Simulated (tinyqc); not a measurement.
Margin needed against array size.

Cells fail independently with probability Q(k) = erfc(k/sqrt(2))/2 when the margin is k standard deviations, and Y = exp(-Nb Q(k)). phi = exp(-k^2/2)/sqrt(2 pi).  k solves Y = exp(-Nb Q(k)); the estimate is sqrt(2 ln(Nb/(-ln Y))).

Inputs (values chosen for the exercise): wanted yield Y = 0.974.

Margin needed against array size:
```
Nb           allowed Q       k  estimate
64           4.1162e-4  3.3449    3.9485
1024         2.5727e-5  4.0489    4.5974
16384        1.6079e-6  4.6565    5.1654
262144       1.0049e-7  5.1984    5.6768
4194304      6.2809e-9  5.6919    6.1459
67108864    3.9256e-10  6.1479    6.5815
1073741824  2.4535e-11  6.5737    6.9901
```

A 1.68e7-fold larger array raises k only from 3.34 to 6.57; the last factor of 16 costs 0.43 standard deviations. The estimate, which drops the factor 1/(k sqrt(2 pi)) of the tail, is 18 % above k in the first row and 6.3 % above it in the last.

tinyqc, about 0.01 s, one thread, Intel Xeon 2.30GHz (shared host): `OMP_NUM_THREADS=1 python tinyqc.py 2090006 2090007 out.jsonl`
